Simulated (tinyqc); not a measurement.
Electroplating on a thin resistive seed layer: kinetics, Wagner number and the terminal effect across a wafer: one step, computed by the program tinyqc.

Current enters the seed at the rim. The bath is treated as a local resistance per area (no lateral flow in the liquid), two electrons per ion, molar volume 7.11 cm^3/mol, Faraday constant F = e N_A, kinematic viscosity 0.01 cm^2/s, omega = 2 pi x rpm/60; k_B T/e is in volts.

Problem. Rate, limit and resistances. Growth rate = i V_m/(2 F). Levich limit i_L = 0.62 x 2 F D^(2/3) omega^(1/2) nu^(-1/6) c. Tafel overpotential eta = (k_B T/(alpha e)) ln(i/i_0); kinetic resistance k_B T/(alpha e i); bath resistance h/kappa + plate; R_s = resistivity/t; Wagner number = kinetic resistance x kappa/R.

Inputs (values chosen for the exercise, of the order of those for copper plating from an acid sulfate bath):
```
quantity                               value         unit
wafer radius R                            15           cm
seed thickness t                          19           nm
seed resistivity                         3.6  microohm cm
bath conductivity kappa                 0.23         S/cm
gap to the anode h                        10           cm
extra resistance of a porous plate        52     ohm cm^2
exchange current density i_0            0.48      mA/cm^2
cathodic transfer coefficient alpha     0.63            -
mean current density                      33      mA/cm^2
diffusivity of the metal ion         5.3e-06       cm^2/s
metal ion concentration                 0.85        mol/L
rotation rate                            200          rpm
temperature T                            298            K
```

Constants: e = 1.602176634e-19 C; N_A = 6.02214076e+23 1/mol; k_B = 8.617333262e-05 eV/K.

Give: growth rate; limiting current i_L; overpotential; kinetic resistance; bath resistance R_b; sheet resistance R_s; Wagner number.

Solution.

growth rate = 729.5 nm/min

limiting current i_L = 304.8 mA/cm^2

overpotential = 172.4 mV

kinetic resistance = 1.235 ohm cm^2

bath resistance R_b = 95.48 ohm cm^2

sheet resistance R_s = 1.895 ohm/square

Wagner number = 0.01894
